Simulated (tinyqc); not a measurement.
# Composition and strain of an epitaxial Si(1-x)Ge(x) layer from Raman and X-ray peaks, step by step

A worked calculation. Computed by tinyqc, a small Python program that keeps every step. Command: `OMP_NUM_THREADS=1 python tinyqc.py 3010906 3010907 out.jsonl epiraman walk`. One thread of a shared host (Intel(R) Xeon(R) Processor @ 2.30GHz), about 0.01 s of CPU time with the checks. Intermediate numbers are printed to about 7 digits and carried at full precision; extremes and crossings named in words are read from the listed rows.

A (001) layer, biaxially strained in the plane. The Raman peaks follow empirical lines omega = w0 + c1 x + c3 x^3 + b eps (c3 for Si-Ge alone), with eps the in-plane strain.

Inputs (values chosen for the exercise, modelled on silicon-germanium):
```
quantity                        value      unit
Ge fraction x                    0.76         -
degree of relaxation R           0.89         -
Ge fraction y of the buffer      0.91         -
lattice constant of Si          5.431  angstrom
lattice constant of Ge          5.658  angstrom
bowing B                        0.027  angstrom
2 C12/C11 of Si                 0.763         -
2 C12/C11 of Ge                 0.753         -
Si-Si: w0                       520.3      1/cm
Si-Si: c1                       -70.1      1/cm
Si-Si: strain coefficient b      -771      1/cm
Si-Ge: w0                       399.8      1/cm
Si-Ge: c1                        24.4      1/cm
Si-Ge: c3                       -33.9      1/cm
Si-Ge: strain coefficient b      -605      1/cm
Ge-Ge: w0                       280.4      1/cm
Ge-Ge: c1                          19      1/cm
Ge-Ge: strain coefficient b      -472      1/cm
uncertainty of a Raman peak      0.05      1/cm
X-ray wavelength             1.540598  angstrom
```

Substrate: relaxed alloy buffer. Pair of peaks used: Si-Si and Si-Ge.

## Lattice constants and strain

Relaxed lattice constant a(x) = a_Si + (a_Ge - a_Si) x - B x (1 - x). In-plane constant a_par = a_sub + R (a(x) - a_sub); eps = a_par/a(x) - 1; eps_perp = -(2 C12/C11) eps with 2 C12/C11 linear in x; a_perp = a(x) (1 + eps_perp). The buffer has a_sub = a(y).

relaxed constant a(x) = 5.598595 angstrom

substrate constant a_sub = 5.635359 angstrom

a_par = 5.602639 angstrom

in-plane strain eps = 0.7223214 per mille

strain along the normal = -0.5456416 per mille

a_perp = 5.595540 angstrom

The layer is under tension in the plane and is shortened along the normal.

## Raman peaks

Insert x and eps in the three lines; the strain part is b eps.

Si-Si peak = 466.4671 1/cm

Si-Ge peak = 403.0257 1/cm

Ge-Ge peak = 294.4991 1/cm

strain parts (1/cm): Si-Si -0.5569098, Si-Ge -0.4370044, Ge-Ge -0.3409357

Read as unstrained, the Si-Si peak would give x = 0.768 in place of 0.76.

## X-ray (004) reflection

Bragg angle theta = arcsin(2 lambda/a) for (004), for the substrate with a_sub and the layer with a_perp; separation in arc seconds.

theta of the substrate = 33.14511 degree

theta of the layer = 33.41176 degree

separation, layer less substrate = 959.9547 arcsec

## Back from two peaks to composition and strain

Unknowns x and eps (per mille). Newton steps: J d = (measured - model), J = [d omega/dx, d omega/d eps] for the two peaks; start at x = 0.5, eps = 0; stop when |d| < 1e-9. The peaks are rounded to 0.001 per cm; R = (a(x)(1 + eps) - a_sub)/(a(x) - a_sub).

peaks used (1/cm): Si-Si 466.467, Si-Ge 403.026

Iterations:
```
step          x  eps (per mille)  residual 1 (1/cm)  residual 2 (1/cm)
0     0.5000000         0.000000            -18.783      -4.736500e+00
1     0.6852915         7.515002              0.000       1.961488e+00
2     0.7472730         1.879586              0.000       2.758168e-01
3     0.7594686         0.770753              0.000       1.136479e-02
4     0.7600164         0.720949              0.000       2.318109e-05
5     0.7600175         0.720847              0.000       9.725909e-11
```

recovered x = 0.7600175

recovered eps = 0.7208472 per mille

recovered R = 0.89

## Which pair of peaks is best

For each pair invert J = [d omega/dx, d omega/d eps] at the true x. Independent errors of the given size in both peaks give sigma_x and sigma_eps = uncertainty x (norm of the rows of the inverse of J).

Error propagation:
```
pair                det J       sigma_x  sigma_eps (per mille)
Si-Si and Si-Ge  15.93288   0.003075507              0.2449654
Si-Si and Ge-Ge   47.7362  9.468757e-04             0.07607357
Si-Ge and Ge-Ge  27.70439   0.001384869             0.07083267
```

The pair Si-Si and Ge-Ge fixes x best (sigma_x = 9.5e-4) and Si-Si and Si-Ge worst (0.0031), a factor 3.2. Strain moves all peaks the same way, so a good pair needs different ratios of composition slope to strain coefficient, best of opposite sign; the slopes here are -70.1, -34.3 and 19 per cm for Si-Si, Si-Ge and Ge-Ge. Errors in the coefficients themselves are not counted.

## Relaxation at fixed composition

(004) Bragg angle theta = arcsin(2 lambda/a), with a = a_perp for the layer and a_sub for the substrate; separation = layer less substrate. The apparent x is the one that a fully strained layer (R = 0) would need to give the same a_perp.

Signatures; columns: (1) R; (2) eps (per mille); (3) Si-Si (1/cm); (4) Ge-Ge (1/cm); (5) a_perp (angstrom); (6) (004) separation (arcsec); (7) apparent x if R = 0 is assumed:
```
(1)        (2)       (3)       (4)       (5)       (6)        (7)
0.00  6.566558  461.9612  291.7406  5.570824  1564.235  0.7600000
0.15  5.581574  462.7206  292.2055  5.574990  1461.932  0.7698263
0.30  4.596591  463.4800  292.6704  5.579155  1359.816  0.7796322
0.50  3.283279  464.4926  293.2903  5.584710  1223.949  0.7926751
0.70  1.969967  465.5052  293.9102  5.590264  1088.412  0.8056823
0.85  0.984984  466.2646  294.3751  5.594430   986.974  0.8154144
1.00  0.000000  467.0240  294.8400  5.598595   885.719  0.8251266
```

Full relaxation moves the Si-Si peak by +5.06 per cm and shrinks the X-ray separation to 57 % of its strained value, about 1/(1 + 2 C12/C11). A symmetric reflection alone cannot part x from R: a relaxed layer read as strained gives x = 0.825 in place of 0.76. An asymmetric reflection or a second peak is needed.

Checks made by the program: recovered composition (relative difference 2e-05).
